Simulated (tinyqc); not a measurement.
On-chip power grid, static voltage drop by conjugate gradients: two steps of the calculation.

A grid of 3 rows and 4 columns, node k = 4 row + column. Neighbours in a row are joined by Rx, in a column by Ry; pad nodes, which reach the supply through Rp: 0, 8. Each node draws I0, node 0 draws kh I0. The drops u = Vdd - V solve G u = i, with G the conductance matrix (1/Rp added on the diagonal at pad nodes).

Values chosen for this exercise:
```
symbol  value  unit                                   meaning
Rx        1.1   ohm        resistance of a horizontal segment
Ry       0.25   ohm          resistance of a vertical segment
Rp      0.058   ohm  resistance from a pad node to the supply
I0        5.8    mA          load current of an ordinary node
kh          5              factor on the load at the hot node
```

Question 1. Diagonal of G, loads and first direction. G_kk = sum of the conductances at node k. Start u = 0, so the residual is r = i; p = r.

Wanted: G_kk; r at the start; p at the start.

Answer 1.

G_kk (S):
```
       col 0  col 1  col 2  col 3
row 0  22.15  5.818  5.818  4.909
row 1  8.909  9.818  9.818  8.909
row 2  22.15  5.818  5.818  4.909
```

r at the start (mA):
```
       col 0  col 1  col 2  col 3
row 0  29.00  5.800  5.800  5.800
row 1  5.800  5.800  5.800  5.800
row 2  5.800  5.800  5.800  5.800
```

p at the start (mA):
```
       col 0  col 1  col 2  col 3
row 0  29.00  5.800  5.800  5.800
row 1  5.800  5.800  5.800  5.800
row 2  5.800  5.800  5.800  5.800
```

Question 2. Conjugate-gradient step. q = G p; a = (r.r)/(p.q); u(new) = u + a p; r(new) = r - a q; b = (r.r)(new)/(r.r); p(new) = r(new) + b p.

u after iteration 1 (mV):
```
           col 0      col 1      col 2      col 3
row 0  1.9816966  0.3963393  0.3963393  0.3963393
row 1  0.3963393  0.3963393  0.3963393  0.3963393
row 2  0.3963393  0.3963393  0.3963393  0.3963393
```

r after iteration 1 (mA):
```
            col 0     col 1     col 2     col 3
row 0  -12.949845  7.241234  5.800000  5.800000
row 1   12.141429  5.800000  5.800000  5.800000
row 2   -1.033436  5.800000  5.800000  5.800000
```

p after iteration 1 (mA):
```
           col 0      col 1     col 2     col 3
row 0   2.321617  10.295526  8.854292  8.854292
row 1  15.195721   8.854292  8.854292  8.854292
row 2   2.020856   8.854292  8.854292  8.854292
```

Find: q; a; u after iteration 2; r after iteration 2; b; p after iteration 2.

Answer 2.

q (mA S):
```
       col 0  col 1  col 2  col 3
row 0  -18.7   14.3   -1.3    0.0
row 1  110.0  -11.5    0.0    0.0
row 2  -24.1    6.2    0.0    0.0
```

a = 0.3824 ohm

u after iteration 2 (mV):
```
       col 0  col 1  col 2  col 3
row 0  2.870  4.334  3.782  3.782
row 1  6.208  3.782  3.782  3.782
row 2  1.169  3.782  3.782  3.782
```

r after iteration 2 (mA):
```
        col 0  col 1  col 2  col 3
row 0   -5.79   1.76   6.30   5.80
row 1  -29.91  10.21   5.80   5.80
row 2    8.17   3.42   5.80   5.80
```

b = 2.073

p after iteration 2 (mA):
```
       col 0  col 1  col 2  col 3
row 0  -0.98  23.10  24.65  24.15
row 1   1.59  28.56  24.15  24.15
row 2  12.36  21.78  24.15  24.15
```

tinyqc, about 0.1 s, one thread, Intel Xeon 2.30GHz (shared host): `OMP_NUM_THREADS=1 python tinyqc.py 2770161 2770162 out.jsonl`
